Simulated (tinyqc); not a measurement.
## In-plane mass from two subband densities

Problem. At zero temperature each occupied subband holds N_k = D (EF - E_k), D = md m0 q/(pi hbar^2) per eV. Two subbands are occupied. Find md, EF - E1 and EF - E2.

Constants: q = 1.602176634e-19 C, hbar = 1.054571817e-34 J s, m0 = 9.1093837015e-31 kg. Results are converted to the units shown.

N1, N2 (cm^-2): 7.9019363e11  4.2e11
E2 - E1 = 21 meV

Answer. N1 - N2 = D (E2 - E1) gives D and so md; each N_k/D is a distance to EF.

md = 0.0422 m0
EF - E1 = 44.8 meV
EF - E2 = 23.8 meV

Program tinyqc, `OMP_NUM_THREADS=1 python tinyqc.py 2140142 2140143 out.jsonl`; Intel Xeon 2.30GHz, shared host, one thread, about 0.2 s.
